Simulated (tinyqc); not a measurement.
# Slope factor and drain-induced lowering from three currents

Inverse problem. With source and body at 0 V, I = A exp((Vg + dd Vd)/(nf Vt)) (1 - exp(-Vd/Vt)). Find nf, the swing nf Vt ln 10 and dd.

Parameters, values chosen for the exercise:
```
symbol  value  unit      meaning
T         330     K  temperature
```

Constants: q = 1.602176634e-19 C, kB = 1.380649e-23 J/K, Vt = kB T/q. Results are converted to the units shown.

currents at (Vg, Vd) = (0, 0.05), (0, 1.2) and (0.08, 1.2) V (nA/um): 0.041431009  4.0005472  41.711557

Answer. The pair at equal Vd gives nf; the pair at equal Vg, after dividing out the factors 1 - exp(-Vd/Vt), gives dd.

nf = 1.200
swing = 78.57 mV/decade
dd = 0.1300

Program tinyqc, `OMP_NUM_THREADS=1 python tinyqc.py 2242138 2242139 out.jsonl`; Intel Xeon 2.30GHz, shared host, one thread, about 0.03 s.
